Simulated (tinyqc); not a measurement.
# p-n diode, drift-diffusion by the Gummel loop with Scharfetter-Gummel fluxes: effects of single changes

Abrupt junction at x = 0, p side from -Lp, n side to Ln, ohmic contacts. psi is counted from the intrinsic level; n = ni exp((psi - phin)/Vt), p = ni exp((phip - psi)/Vt). Contacts: p side psi = V - Vt ln(Na/ni), p = Na, n = ni^2/Na; n side psi = Vt ln(Nd/ni), n = Nd, p = ni^2/Nd. Constant mobilities, D = mu Vt, Boltzmann statistics, SRH recombination through a mid-gap level, U = (n p - ni^2)/(tp (n + ni) + tn (p + ni)). Current is positive from the p contact to the n contact.

Values chosen for this exercise; band and dielectric values close to those of silicon:
- T = 275 K (temperature)
- Eg = 1.12 eV (band gap)
- eps_r = 11.8 (relative permittivity)
- Nc = 2.45e19 cm^-3 (conduction-band density of states at T)
- Nv = 2.33e19 cm^-3 (valence-band density of states at T)
- Na = 6.2e16 cm^-3 (acceptor density of the p side)
- Nd = 2.6e16 cm^-3 (donor density of the n side)
- mun = 910 cm^2/(V s) (electron mobility)
- mup = 360 cm^2/(V s) (hole mobility)
- tn = 5e-9 s (SRH lifetime of electrons)
- tp = 8e-7 s (SRH lifetime of holes)
- Lp = 0.93 um (length of the p side)
- Ln = 4.2 um (length of the n side)
- G = 0 cm^-3 s^-1 (uniform generation rate)

Constants: q = 1.602176634e-19 C, kB = 1.380649e-23 J/K, Vt = kB T/q, eps0 = 8.8541878128e-14 F/cm where lengths are in cm. Results are converted to the units shown.

Each table varies one quantity; the others keep the values above.

## Current against voltage in the dark

ni = sqrt(Nc Nv) exp(-Eg/(2 Vt)), Eg in volts. Poisson and both continuity equations are solved self-consistently with Scharfetter-Gummel fluxes on a graded mesh of 500 nodes. J_scr is q times the integral of U between -xp and xn. Ideal diffusion current J_id = q ni^2 [Dn coth(wp/Le)/(Le Na) + Dp coth(wn/Lh)/(Lh Nd)] (exp(V/Vt) - 1), Le = sqrt(Dn tn), Lh = sqrt(Dp tp), wp = Lp - xp, wn = Ln - xn, with xp and xn from the depletion approximation (W = sqrt(2 eps0 eps_r (Vbi - V)(1/Na + 1/Nd)/q), xp = W Nd/(Na + Nd), xn = W Na/(Na + Nd), Vbi = Vt ln(Na Nd/ni^2)). Ideality factor = 0.004 V/(Vt ln[J(V + 0.004 V)/J(V)]). Here G = 0.

In this table G = 0 cm^-3 s^-1.

Current against voltage in the dark:
columns A: V (V); B: J (A/cm^2); C: ideality factor; D: J_scr/J (%); E: J_id (A/cm^2); F: share recombining at the contacts (%); G: larger minority/doping at -xp and xn
```
A           B     C      D        E     F         G
0.16  6.12e-8  1.72   98.1  1.15e-9  1.81  3.49e-12
0.23  3.28e-7  1.76   93.3  2.20e-8  6.47  6.65e-11
0.3   1.89e-6  1.57   77.8  4.20e-7  21.5   1.27e-9
0.37  1.50e-5  1.27   46.8  8.02e-6  51.6   2.41e-8
0.44  1.87e-4  1.09   18.4  1.53e-4  79.0   4.56e-7
0.5   0.00205  1.03   6.85  0.00192  90.2   5.66e-6
0.57   0.0372  1.01   2.07   0.0366  94.8   1.06e-4
0.64    0.696  1.01  0.596    0.698  96.2   0.00196
0.71     12.5  1.06  0.107     13.3  97.5    0.0326
```

Read the table: what changes, and by how much?

J rises from 6.12e-8 to 12.5 A/cm^2; the ideality factor moves up and down between 1.01 and 1.76. Recombination in the depleted layer carries over half of the current up to V = 0.3 V, where the factor is 1.57; it grows roughly as exp(V/2 Vt), so diffusion overtakes it. Where the factor is lowest (V = 0.64 V), J is 0.20 % below the ideal diffusion current.

## Effect of the length of the p side at fixed bias

Same model as above.

In this table V = 0.42 V.

Effect of the length of the p side at fixed bias:
columns A: Lp (um); B: J (A/cm^2); C: ideality factor; D: J_scr/J (%); E: J_id (A/cm^2); F: share recombining at the contacts (%); G: larger minority/doping at -xp and xn
```
A           B     C     D        E     F        G
0.93  8.75e-5  1.13  24.9  6.59e-5  72.7  1.97e-7
1.5   6.74e-5  1.17  32.4  4.56e-5  62.8  1.97e-7
2.5   5.55e-5  1.21  39.3  3.37e-5  51.2  1.97e-7
4.2   4.97e-5  1.25  43.9  2.79e-5  39.6  1.97e-7
6.9   4.76e-5  1.26  45.8  2.58e-5  30.4  1.97e-7
11    4.72e-5  1.26  46.2  2.54e-5  25.1  1.97e-7
19    4.72e-5  1.26  46.2  2.54e-5  23.2  1.97e-7
```

Read the table: what changes, and by how much?

As Lp rises from 0.93 to 19, J falls from 8.75e-5 to 4.72e-5 A/cm^2, the share of the depleted layer rises from 24.9 to 46.2 % and the share lost at the contacts falls from 72.7 to 23.2 %. The exponent d ln J/d ln Lp is -0.55 between the first two rows and 0.00 between the last two. J less J_scr is 0.033 % above J_id in the last row.

tinyqc, about 0.2 s, one thread, Intel Xeon 2.30GHz (shared host): `OMP_NUM_THREADS=1 python tinyqc.py 2240137 2240138 out.jsonl`
